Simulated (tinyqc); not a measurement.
Defect, radiative and Auger recombination at equal electron and hole densities (ABC model): one step. Shares, lifetimes and light. Three cases, with inputs chosen for the exercise.

Problem. Shares of the three paths; lifetime n/G = 1/(Ae + B n + C n^2); differential lifetime 1/(Ae + 2 B n + 3 C n^2) and bandwidth 1/(2 pi tau_d); optical power density ex IQE J Eph/e.

J/(e d) = Ae n + B n^2 + C n^3 with Ae = A + 4 S/w (four side walls, carriers spread evenly), e = 1.602176634e-19 C, lengths in cm; internal efficiency IQE = B n^2/(Ae n + B n^2 + C n^3); all injected carriers recombine in the layer.

Give: shares; lifetime; differential lifetime; bandwidth; optical power density.

Case 1.

Values chosen (orders of magnitude like those quoted for Si; not measured data): B = 3.8e-15 cm^3/s (radiative coefficient); C = 2.4e-30 cm^6/s (Auger coefficient); J = 0.59 A/cm^2 (current density); ex = 0.03 (extraction efficiency); Eph = 1.11 eV (photon energy).

Ae = 3600.00 1/s
n = 4.38907e+16 1/cm^3

Solution.

shares: defect 0.4291, radiative 0.0199, Auger 0.5510

lifetime = 1.19e+05 ns
differential lifetime = 5.62e+04 ns
bandwidth = 0.00283 MHz
optical power density = 0.000391 W/cm^2

Case 2.

Values chosen (orders of magnitude like those quoted for GaN; not measured data): B = 1.4e-12 cm^3/s (radiative coefficient); C = 1e-31 cm^6/s (Auger coefficient); J = 590 A/cm^2 (current density); ex = 0.34 (extraction efficiency); Eph = 2.77 eV (photon energy).

Ae = 4.50000e+07 1/s
n = 3.40060e+19 1/cm^3

Solution.

shares: defect 0.2161, radiative 0.2286, Auger 0.5553

lifetime = 4.80 ns
differential lifetime = 2.05 ns
bandwidth = 77.5 MHz
optical power density = 127 W/cm^2

Case 3.

Values chosen (orders of magnitude like those quoted for GaN; not measured data): B = 1.5e-12 cm^3/s (radiative coefficient); C = 1.2e-31 cm^6/s (Auger coefficient); J = 48 A/cm^2 (current density); ex = 0.11 (extraction efficiency); Eph = 2.75 eV (photon energy).

Ae = 1.10000e+07 1/s
n = 1.54211e+19 1/cm^3

Solution.

shares: defect 0.1755, radiative 0.3691, Auger 0.4554

lifetime = 16.0 ns
differential lifetime = 7.00 ns
bandwidth = 22.7 MHz
optical power density = 5.36 W/cm^2

The Auger path is the largest; the device runs above its efficiency peak, where the defect and Auger shares are equal.

Computed by tinyqc, one run a case: `OMP_NUM_THREADS=1 python tinyqc.py N N+1 out.jsonl` with N = 1650723, 1650966, 1651021; one thread of a shared Intel(R) Xeon(R) Processor @ 2.30GHz, about 0.01 s a run at most.
